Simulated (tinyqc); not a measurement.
Worked calculation: Tamm state at the end of a one-band chain. Values are carried at full precision from step to step, so a last printed digit may differ when a step is redone from the rounded ones.

A half-infinite chain with site energy 0 and hopping -t, band E = -2t cos(ka); the end site has energy D. The surface Green function of the unperturbed half chain is g = (E -/+ sqrt(E^2 - 4t^2))/(2t^2), the root with |t g| <= 1 and Im g <= 0, and with the shift G = g/(1 - D g).

Parameters, chosen for this exercise: t = 2.24 eV (hopping); D = 4.68 eV (shift of the end site); a = 2.8 angstrom (spacing); N = 8 (sites); E = -2.28 eV (energy in the band).

## The bound state

Amplitudes z^n solve the chain for E = -t (z + 1/z); the end site demands z = -t/D, bound if |z| < 1. Then E = D + t^2/D, weight on the end site 1 - z^2, decay length -a/ln|z|.

z = -0.4786
E = 5.7521 eV
weight on the end site = 0.7709
decay length of the amplitude = 3.800 angstrom

The state lies 1.2721 eV above the band, and its amplitude alternates in sign from site to site.

## A finite chain

Write H for N sites.

H (eV):
```
[[4.680, -2.240, 0, 0, 0, 0, 0, 0],
 [-2.240, 0, -2.240, 0, 0, 0, 0, 0],
 [0, -2.240, 0, -2.240, 0, 0, 0, 0],
 [0, 0, -2.240, 0, -2.240, 0, 0, 0],
 [0, 0, 0, -2.240, 0, -2.240, 0, 0],
 [0, 0, 0, 0, -2.240, 0, -2.240, 0],
 [0, 0, 0, 0, 0, -2.240, 0, -2.240],
 [0, 0, 0, 0, 0, 0, -2.240, 0]]
```

## Levels of the finite chain

Diagonalise; give the weight of each level on site 1.

levels (eV): [-4.1645, -3.2610, -1.8920, -0.2440, 1.4568, 2.9708, 4.0618, 5.7521]

weights on site 1: [0.0035, 0.0135, 0.0279, 0.0435, 0.0552, 0.0550, 0.0304, 0.7710]

The split-off level differs from the half-infinite value by -0.021 meV, the pull of the far end.

## Local density of states in the band

Form g and G at E; the surface density is -Im G/pi, the bulk density 1/(pi sqrt(4t^2 - E^2)).

g = -0.2272-0.3843i 1/eV
G = -0.1548-0.0513i 1/eV

densities (1/eV): clean end 0.1223, shifted end 0.0163, bulk 0.0825

## Checks

- Pole of G, 1 - D g(E) = 0, at the bound level: both 1.00000.

Run: tinyqc, `OMP_NUM_THREADS=1 python tinyqc.py 1450467 1450468 out.jsonl`; Intel(R) Xeon(R) Processor @ 2.30GHz, one thread, shared host; about 0.01 s of CPU time with all checks.
